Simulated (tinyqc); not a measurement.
Worked calculation (part 2 of 2): coupled-perturbed Hartree-Fock on RHF in the 6-31g basis, for H4, spin multiplicity 1. Computed by tinyqc, a small Python program that keeps every step (integrals from PySCF). Command: `OMP_NUM_THREADS=1 python tinyqc.py 29840 29841 out.jsonl` (the two numbers bound the seeds that draw the settings). One thread of a shared host (Intel(R) Xeon(R) Processor @ 2.60GHz), about 0.1 s of CPU time with the checks.

Geometry (angstrom):
```
atom         x         y         z
H     0.000000  0.000000  0.000000
H     0.000000  0.000000  0.975000
H     0.000000  0.000000  2.134000
H     0.000000  0.000000  3.109000
```

## Convergence

Stop when the energy changes by less than 1e-10 hartree and every element of the error matrix X^T (F D S - S D F) X is below 3e-06.

Course of the cycle:
```
iteration  E (hartree)     change  largest element of the error matrix
1          -2.06579185          -                             1.97e-01
2          -2.17800132  -1.12e-01                             2.79e-02
3          -2.18010001  -2.10e-03                             4.26e-03
4          -2.18016030  -6.03e-05                             6.30e-04
5          -2.18016213  -1.83e-06                             1.44e-05
6          -2.18016213  -9.04e-10                             1.40e-06
7          -2.18016213  -8.97e-12                             1.21e-07
```

PySCF RHF in the same basis = -2.18016213 hartree

Converged in 7 iterations.

## Populations, bond orders and dipole

D after iteration 7, lower triangle:
```
           1H 1s      1H 2s      2H 1s      2H 2s     3H 1s     3H 2s     4H 1s     4H 2s
1H 1s   0.169686
1H 2s   0.172997   0.177949
2H 1s   0.167232   0.165835   0.178590
2H 2s   0.237911   0.244202   0.229598   0.335291
3H 1s  -0.004966  -0.021835   0.044689  -0.024497  0.178590
3H 2s  -0.088856  -0.111925  -0.024497  -0.146888  0.229598  0.335291
4H 1s  -0.051761  -0.068346  -0.004966  -0.088856  0.167232  0.237911  0.169686
4H 2s  -0.068346  -0.085079  -0.021835  -0.111925  0.165835  0.244202  0.172997  0.177949
```

overlap S, lower triangle:
```
          1H 1s     1H 2s     2H 1s     2H 2s     3H 1s     3H 2s     4H 1s     4H 2s
1H 1s  1.000000
1H 2s  0.658292  1.000000
2H 1s  0.269719  0.421365  1.000000
2H 2s  0.421365  0.760523  0.658292  1.000000
3H 1s  0.003689  0.078078  0.164659  0.350514  1.000000
3H 2s  0.078078  0.269446  0.350514  0.679213  0.658292  1.000000
4H 1s  0.000011  0.007226  0.003689  0.078078  0.269719  0.421365  1.000000
4H 2s  0.007226  0.061825  0.078078  0.269446  0.421365  0.760523  0.658292  1.000000
```

Mulliken: Z minus the diagonal of D S on the atom; Loewdin: the same with S^(1/2) D S^(1/2); Mayer order: 2 sum_s sum (D(s) S)_ij (D(s) S)_ji over the two atoms.

Charges (e):
```
atom   Mulliken    Loewdin
1H     0.068717  -0.007091
2H    -0.068717   0.007091
3H    -0.068717   0.007091
4H     0.068717  -0.007091
```

Mayer bond orders:
```
pair      order
2-1    0.968962
3-1   -0.035428
3-2    0.022517
4-1    0.057010
4-2   -0.035428
4-3    0.968962
```

dipole moment about the origin, x y z (debye): 0.000000  0.000000  0.000000

## Integrals over molecular orbitals

coefficients C:
```
            MO1        MO2        MO3        MO4        MO5        MO6        MO7        MO8
1H 1s  0.171701   0.235290   0.164269   0.028748   0.637958   0.897779  -0.678349   0.228055
1H 2s  0.152373   0.256431   0.850371  -1.476798  -0.481718  -0.462650   0.981045  -1.095490
2H 1s  0.236262   0.182963  -0.143717   0.195880   0.571984   0.150183   0.752104  -1.006644
2H 2s  0.217027   0.347195  -0.602941   2.215090  -0.402243  -0.756791  -0.907704   2.590862
3H 1s  0.236262  -0.182963  -0.143717  -0.195880   0.571984  -0.150183   0.752104   1.006644
3H 2s  0.217027  -0.347195  -0.602941  -2.215090  -0.402243   0.756791  -0.907704  -2.590862
4H 1s  0.171701  -0.235290   0.164269  -0.028748   0.637958  -0.897779  -0.678349  -0.228055
4H 2s  0.152373  -0.256431   0.850371   1.476798  -0.481718   0.462650   0.981045   1.095490
```

core Hamiltonian H = T + V (hartree), lower triangle:
```
           1H 1s      1H 2s      2H 1s      2H 2s      3H 1s      3H 2s      4H 1s      4H 2s
1H 1s  -1.217332
1H 2s  -1.108910  -1.284172
2H 1s  -0.638034  -0.869060  -1.503567
2H 2s  -0.796687  -1.137158  -1.295944  -1.534679
3H 1s  -0.018290  -0.191673  -0.433272  -0.739178  -1.503567
3H 2s  -0.185985  -0.472719  -0.739178  -1.102239  -1.295944  -1.534679
4H 1s  -0.000089  -0.021818  -0.018290  -0.185985  -0.638034  -0.796687  -1.217332
4H 2s  -0.021818  -0.124227  -0.191673  -0.472719  -0.869060  -1.137158  -1.108910  -1.284172
```

Given earlier and not repeated: Two-electron integrals (ij|kl) in chemists' order.

(pq|rs) = sum C_ip C_jq C_kr C_ls (ij|kl), one index at a time.

one-electron integrals over orbitals h = C^T H C (hartree), lower triangle:
```
           1          2          3          4          5          6          7          8
1  -1.756215
2   0.000000  -1.537098
3   0.144611   0.000000  -1.165543
4   0.000000  -0.155243   0.000000  -0.860548
5  -0.146904   0.000000  -0.071124   0.000000  -0.530337
6   0.000000  -0.115114   0.000000   0.119370   0.000000  -0.359970
7  -0.064088   0.000000   0.239791   0.000000  -0.094666   0.000000  -0.277658
8   0.000000   0.076318   0.000000   0.266402   0.000000  -0.038051   0.000000  -0.309536
```

Two-electron integrals over orbitals (pq|rs), unique and non-zero (hartree):
```
(11|11) 0.456397    (21|21) 0.155379    (22|11) 0.410498    (22|22) 0.410606
(31|11) -0.064367   (31|22) -0.005911   (31|31) 0.075458    (32|21) 0.068421
(32|32) 0.075553    (33|11) 0.365867    (33|22) 0.353067    (33|31) -0.016325
(33|33) 0.337426    (41|21) 0.038632    (41|32) -0.022504   (41|41) 0.044192
(42|11) 0.077150    (42|22) 0.039576    (42|31) -0.052697   (42|33) 0.020751
(42|42) 0.053797    (43|21) -0.094098   (43|32) -0.059081   (43|41) -0.005944
(43|43) 0.088679    (44|11) 0.337111    (44|22) 0.325169    (44|31) -0.016200
(44|33) 0.310755    (44|42) 0.021077    (44|44) 0.303820    (51|11) 0.069969
(51|22) 0.070043    (51|31) -0.001835   (51|33) 0.045292    (51|42) 0.016668
(51|44) 0.037913    (51|51) 0.046329    (52|21) 0.063151    (52|32) 0.026753
(52|41) 0.017769    (52|43) -0.025869   (52|52) 0.050073    (53|11) 0.018806
(53|22) 0.029215    (53|31) 0.012035    (53|33) 0.017634    (53|42) -0.002150
(53|44) 0.003083    (53|51) 0.006618    (53|53) 0.023830    (54|21) 0.032601
(54|32) 0.009049    (54|41) 0.011476    (54|43) -0.028817   (54|52) 0.011857
(54|54) 0.020390    (55|11) 0.382440    (55|22) 0.368894    (55|31) -0.022306
(55|33) 0.327583    (55|42) 0.042801    (55|44) 0.300984    (55|51) 0.056252
(55|53) 0.027215    (55|55) 0.352036    (61|21) 0.036487    (61|32) 0.034667
(61|41) -0.005820   (61|43) -0.016411   (61|52) 0.036280    (61|54) 0.001905
(61|61) 0.036404    (62|11) 0.041566    (62|22) 0.068468    (62|31) 0.033590
(62|33) 0.043850    (62|42) -0.011429   (62|44) 0.024952    (62|51) 0.039918
(62|53) 0.027014    (62|55) 0.052917    (62|62) 0.064550    (63|21) 0.053544
(63|32) 0.034586    (63|41) 0.005286    (63|43) -0.023886   (63|52) 0.038159
(63|54) -0.000907   (63|61) 0.033685    (63|63) 0.041239    (64|11) -0.037429
(64|22) -0.030880   (64|31) 0.009805    (64|33) -0.022800   (64|42) -0.012723
(64|44) -0.013345   (64|51) -0.006935   (64|53) -0.011198   (64|55) -0.029222
(64|62) -0.008931   (64|64) 0.012790    (65|21) 0.128681    (65|32) 0.086837
(65|41) 0.006783    (65|43) -0.083899   (65|52) 0.057469    (65|54) 0.017888
(65|61) 0.049564    (65|63) 0.061262    (65|65) 0.142940    (66|11) 0.363732
(66|22) 0.390404    (66|31) 0.029973    (66|33) 0.338032    (66|42) 0.008319
(66|44) 0.298567    (66|51) 0.066508    (66|53) 0.049354    (66|55) 0.360636
(66|62) 0.097767    (66|64) -0.030841   (66|66) 0.424327    (71|11) 0.037810
(71|22) 0.001466    (71|31) -0.046503   (71|33) 0.008345    (71|42) 0.032199
(71|44) 0.021298    (71|51) 0.010941    (71|53) -0.026924   (71|55) 0.005157
(71|62) -0.028524   (71|64) 0.002801    (71|66) -0.038390   (71|71) 0.053136
(72|21) -0.023347   (72|32) -0.041808   (72|41) 0.019632    (72|43) 0.008322
(72|52) -0.019871   (72|54) 0.012814    (72|61) -0.031338   (72|63) -0.033276
(72|65) -0.051734   (72|72) 0.046823    (73|11) -0.084966   (73|22) -0.079085
(73|31) 0.009620    (73|33) -0.054586   (73|42) -0.022293   (73|44) -0.038975
(73|51) -0.043045   (73|53) -0.011802   (73|55) -0.067081   (73|62) -0.038333
(73|64) 0.014813    (73|66) -0.077657   (73|71) -0.008419   (73|73) 0.048352
(74|21) 0.021748    (74|32) -0.017025   (74|41) 0.029280    (74|43) 0.005860
(74|52) 0.023901    (74|54) 0.004847    (74|61) 0.006751    (74|63) 0.012371
(74|65) 0.001055    (74|72) 0.009576    (74|74) 0.034225    (75|11) 0.048694
(75|22) -0.005826   (75|31) -0.071574   (75|33) 0.002772    (75|42) 0.051195
(75|44) 0.012465    (75|51) -0.005852   (75|53) -0.021589   (75|55) 0.009625
(75|62) -0.048910   (75|64) -0.006097   (75|66) -0.057277   (75|71) 0.054600
(75|73) 0.000830    (75|75) 0.087058    (76|21) -0.099630   (76|32) -0.081001
(76|41) 0.006398    (76|43) 0.067622    (76|52) -0.056287   (76|54) -0.013573
(76|61) -0.054625   (76|63) -0.058131   (76|65) -0.120974   (76|72) 0.053327
(76|74) 0.000716    (76|76) 0.115049    (77|11) 0.412988    (77|22) 0.389655
(77|31) -0.033972   (77|33) 0.350089    (77|42) 0.050672    (77|44) 0.322586
(77|51) 0.076147    (77|53) 0.023061    (77|55) 0.370790    (77|62) 0.063230
(77|64) -0.030259   (77|66) 0.374499    (77|71) 0.022251    (77|73) -0.084811
(77|75) 0.018367    (77|77) 0.406708    (81|21) -0.029732   (81|32) 0.025823
(81|41) -0.039778   (81|43) 0.017454    (81|52) -0.018422   (81|54) -0.024499
(81|61) 0.007197    (81|63) 0.004516    (81|65) 0.007802    (81|72) -0.037705
(81|74) -0.032333   (81|76) -0.012433   (81|81) 0.061764    (82|11) -0.046776
(82|22) -0.012498   (82|31) 0.044213    (82|33) -0.016578   (82|42) -0.032423
(82|44) -0.026818   (82|51) -0.017895   (82|53) 0.019175    (82|55) -0.016727
(82|62) 0.016009    (82|64) -0.000312   (82|66) 0.021298    (82|71) -0.047181
(82|73) 0.013675    (82|75) -0.048807   (82|77) -0.036524   (82|82) 0.046939
(83|21) 0.055745    (83|32) 0.005923    (83|41) 0.030451    (83|43) -0.022596
(83|52) 0.032340    (83|54) 0.013516    (83|61) 0.013532    (83|63) 0.021389
(83|65) 0.035438    (83|72) 0.001785    (83|74) 0.029539    (83|76) -0.026673
(83|81) -0.032586   (83|83) 0.037414    (84|11) -0.101669   (84|22) -0.067633
(84|31) 0.046532    (84|33) -0.049640   (84|42) -0.047558   (84|44) -0.043178
(84|51) -0.037755   (84|53) 0.003813    (84|55) -0.064125   (84|62) -0.008058
(84|64) 0.013725    (84|66) -0.037038   (84|71) -0.040078   (84|73) 0.042613
(84|75) -0.045211   (84|77) -0.086165   (84|82) 0.042247    (84|84) 0.064854
(85|21) -0.040799   (85|32) 0.021182    (85|41) -0.043254   (85|43) 0.017817
(85|52) -0.011544   (85|54) -0.019328   (85|61) 0.013584    (85|63) 0.003763
(85|65) -0.003869   (85|72) -0.032823   (85|74) -0.030160   (85|76) -0.014446
(85|81) 0.050792    (85|83) -0.033173   (85|85) 0.058758    (86|11) 0.007065
(86|22) 0.023563    (86|31) 0.022062    (86|33) 0.018294    (86|42) -0.014296
(86|44) 0.011266    (86|51) 0.018029    (86|53) 0.010515    (86|55) 0.014744
(86|62) 0.032250    (86|64) 0.000176    (86|66) 0.041733    (86|71) -0.015074
(86|73) -0.014471   (86|75) -0.032879   (86|77) 0.022160    (86|82) 0.008745
(86|84) 0.003139    (86|86) 0.020800    (87|21) -0.125719   (87|32) -0.032856
(87|41) -0.049786   (87|43) 0.080703    (87|52) -0.058676   (87|54) -0.040774
(87|61) -0.024094   (87|63) -0.036153   (87|65) -0.090779   (87|72) -0.007930
(87|74) -0.036679   (87|76) 0.067559    (87|81) 0.064325    (87|83) -0.061988
(87|85) 0.064525    (87|87) 0.140584    (88|11) 0.462185    (88|22) 0.397428
(88|31) -0.088880   (88|33) 0.357766    (88|42) 0.094074    (88|44) 0.343401
(88|51) 0.083115    (88|53) -0.003604   (88|55) 0.382415    (88|62) 0.025999
(88|64) -0.032064   (88|66) 0.332699    (88|71) 0.078455    (88|73) -0.093438
(88|75) 0.087711    (88|77) 0.431091    (88|82) -0.084516   (88|84) -0.132248
(88|86) -0.002346   (88|88) 0.523887
```

## Response to a field: uncoupled start

orbital energies (hartree): MO1 -0.634202, MO2 -0.460876, MO3 0.121315, MO4 0.366023, MO5 0.875930, MO6 1.047347, MO7 1.227670, MO8 1.300989

dipole integrals <a|z|i> (bohr):
```
           i1         i2
a3   0.000000  -1.777056
a4   0.390700   0.000000
a5   0.000000  -0.020595
a6  -0.088161   0.000000
a7   0.000000   0.105732
a8  -0.033011   0.000000
```

Field along z; U_ai = -mu_ai / (e_a - e_i), alpha = -4 sum U_ai mu_ai.

uncoupled U:
```
           i1         i2
a3   0.000000   3.052358
a4  -0.390612   0.000000
a5   0.000000   0.015406
a6   0.052428   0.000000
a7   0.000000  -0.062617
a8   0.017058   0.000000
```

uncoupled polarisability = 22.355785 bohr^3

## Coupled step 1

U_ai = -(mu_ai + sum_bj [4 (ai|bj) - (ab|ij) - (aj|bi)] U_bj) / (e_a - e_i); alpha = -4 sum U_ai mu_ai.

U after step 1:
```
           i1         i2
a3   0.000000   3.742119
a4  -0.643295   0.000000
a5   0.000000  -0.093656
a6  -0.028370   0.000000
a7   0.000000   0.017775
a8   0.011116   0.000000
```

polarisability = 27.581391 bohr^3

## Coupled step 2

As before.

U after step 2:
```
           i1         i2
a3   0.000000   3.939672
a4  -0.732210   0.000000
a5   0.000000  -0.131963
a6  -0.060344   0.000000
a7   0.000000   0.048984
a8   0.005615   0.000000
```

polarisability = 29.096241 bohr^3

## Coupled polarisability

Repeat until U stops changing; compare with -d2E/dF2.

Course of the coupled iterations:
```
step  alpha (bohr^3)
0          22.355785
1          27.581391
2          29.096241
3          29.560372
4          29.704423
5          29.749280
6          29.763263
7          29.767624
8          29.768984
9          29.769408
10         29.769541
11         29.769582
12         29.769595
13         29.769599
14         29.769600
15         29.769601
16         29.769601
17         29.769601
```

coupled polarisability = 29.769601 bohr^3

finite-field check, fields of +/-0.001 au = 29.769784 bohr^3
